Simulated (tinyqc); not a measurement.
Worked calculation: Lorentz oscillators and the Kramers-Kronig relations. Values are carried at full precision from step to step, so a last printed digit may differ when a step is redone from the rounded ones.

eps(E) = 1 + sum_j S_j/(E0_j^2 - E^2 - i G_j E).

Constants: hbar c = 1973.269805 eV angstrom; hbar^2/2m0 = 3.80998211 eV angstrom^2; e^2/(4 pi eps0) = 14.39964547 eV angstrom.

Values chosen for the exercise: E0 = (3.05, 4.68) eV (resonances); G = (0.37, 0.74) eV (widths); S = (22.3, 82.1) eV^2 (strengths); E = 2.48 eV (photon energy); h = 0.4 eV (grid step); M = 30 (grid points E_j = j h); i = 3 (grid index at which eps1 is wanted).

## Dielectric function at one energy

Evaluate each oscillator and the sum.

terms: 6.5220+1.8986i  5.1422+0.5991i

eps(E) = 12.6642+2.4977i
eps(0) = 7.1457

## Optical constants

n + i k = sqrt(eps1 + i eps2) with k >= 0; R = ((n - 1)^2 + k^2)/((n + 1)^2 + k^2) at normal incidence from vacuum; alpha = 2 E k/(hbar c), times 1e8 for 1/cm; loss function Im(-1/eps) = eps2/(eps1^2 + eps2^2).

Convert eps at the photon energy E into the optical constants.

n = 3.5758
k = 0.3493
R = 0.3208
alpha = 8.78e+04 1/cm
loss function = 0.0150
vacuum wavelength hc/E (hc = 1239.841984 eV nm) = 499.9 nm

The intensity falls to 1/e within 114 nm.

## Absorptive part on the grid

Tabulate eps2 at E_j = j h.

eps2(E_j), j = 1 .. M: 0.0909  0.1953  0.3334  0.5470  0.9523  2.0375  8.0341  12.9493  4.4726  6.2753  16.0141  21.1699  7.8024  3.2852  1.7376  1.0607  0.7098  0.5058  0.3771  0.2909  0.2305  0.1866  0.1537  0.1285  0.1087  0.0930  0.0803  0.0699  0.0613  0.0541

## eps1 at one grid point

Kramers-Kronig: eps1(E) = 1 + (2/pi) P integral_0^infinity E1 eps2(E1)/(E1^2 - E^2) dE1. Maclaurin rule on the grid E_j = j h, j = 1 .. M: eps1(E_i) = 1 + (4 h/pi) sum over j with j - i odd of E_j eps2(E_j)/(E_j^2 - E_i^2); nothing is added above E_M.

List the terms E_j eps2_j/(E_j^2 - E_i^2) for j - i odd, add them and form eps1.

terms in order of j (1/eV): -0.1953  0.7815  1.1320  4.7088  1.7240  4.7044  0.6149  0.1718  0.0723  0.0372  0.0216  0.0136  0.0091  0.0063  0.0046

sum = 13.807 1/eV
eps1(E_i) = 8.032

The oscillator formula gives 7.832 at E_i = 1.2 eV. The rule samples every 2h = 0.8 eV against a narrowest width of 0.37 eV and stops at 12 eV; coarse sampling and the missing tail make the difference.

## The f-sum on the grid

W(E_M) = (2/pi) h sum_j E_j eps2_j, with half weight on the last point; the full integral equals sum S_j = (hbar omega_p)^2, and the electron density follows from (hbar omega_p)^2 = 8 pi c (e^2/(4 pi eps0)) N with c = hbar^2/2m0.

W(E_M) = 98.37 eV^2
sum S = 104.40 eV^2
share reached on this grid (a step near the line widths can inflate it) = 0.942
hbar omega_p = 10.218 eV
N = 7.57e+22 1/cm^3

## Checks

- The value of eps1 at 2.498 eV from a fine, long grid (with the tail of eps2 ~ 1/E^3 added) against the oscillator formula: both 12.8.

tinyqc: `OMP_NUM_THREADS=1 python tinyqc.py 1681518 1681519 out.jsonl`; about 0.2 s, one thread, shared Intel(R) Xeon(R) Processor @ 2.30GHz.
